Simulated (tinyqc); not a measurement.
Inside a calculation. Model: crystallisation kinetics and data retention of a phase-change cell.

Numbers from tinyqc (`OMP_NUM_THREADS=1 python tinyqc.py 2490052 2490053 out.jsonl`; about 0.03 s on one thread of a shared Intel Xeon 2.30GHz). Printed values are rounded.

Johnson-Mehl-Avrami-Kolmogorov law X = 1 - exp(-y^n), y = integral of k dt, k = (1/100 s) exp[-(Ec q/kB)(1/T - 1/T1)].

Parameters, values chosen for the exercise; values of the order of Ge-Sb-Te and related chalcogenides:
- Ec = 2.62 eV (activation energy of crystallisation)
- T1 = 425 K (temperature at which the rate k is 1/(100 s))
- n = 4 (Avrami exponent)
- Xf = 0.3 (crystalline share at which the state is lost)
- T = 380 K (storage temperature)
- b = 10 K/min (heating rate)
- Ta = 395 K (start of the ramp table)
- dT = 6 K (step of the table)
- m = 10 (steps)

Constants: q = 1.602176634e-19 C, kB = 1.380649e-23 J/K. Results are converted to the units shown.

Range of the model: One Arrhenius rate is assumed; incubation, growth from the boundary and the non-Arrhenius kinetics of the supercooled liquid are left out.

## Retention

At fixed T the state fails at t = (-ln(1 - Xf))^(1/n)/k; ten years are 3.15576e8 s.

k = 2.093177e-6 1/s
y at failure = 0.7728018
time to fail = 3.692005e5 s
the same in years = 0.01169926
temperature for ten years = 350.4324 K

The cell misses ten years at 380 K.

## A heating ramp

T rises at the rate b. Start with y = k (kB Ta^2/(q Ec))/b, the integral from cold to Ta to leading order; over each step k is taken as exponential in T, so y gains (dT/b)(k2 - k1)/ln(k2/k1). dX/dt = n y^(n - 1) k exp(-y^n), listed as 0 once y^n exceeds 23.

```
point  T (K)      k (1/s)            y             X   dX/dt (1/s)
0        395  4.368658e-5  0.001345133  3.273863e-12  4.253079e-13
1        401  1.382050e-4  0.004299610  3.417560e-10  4.394109e-11
2        407  4.226220e-4   0.01346007   3.282381e-8   4.122435e-9
3        413  0.001251054   0.04094054   2.809400e-6   3.433961e-7
4        419  0.003590058    0.1208168   2.130411e-4   2.531926e-5
5        425         0.01    0.3460747    0.01424191   0.001634330
6        431   0.02707146    0.9631804     0.5771162    0.04091811
7        437   0.07130935     2.607461             1             0
8        443    0.1829731     6.873453             1             0
9        449    0.4578154     17.66184             1             0
10       455     1.118122     44.28294             1             0
```

Among the points the rate is largest at 431 K, where X = 0.577; the exact peak lies at 431.2 K.
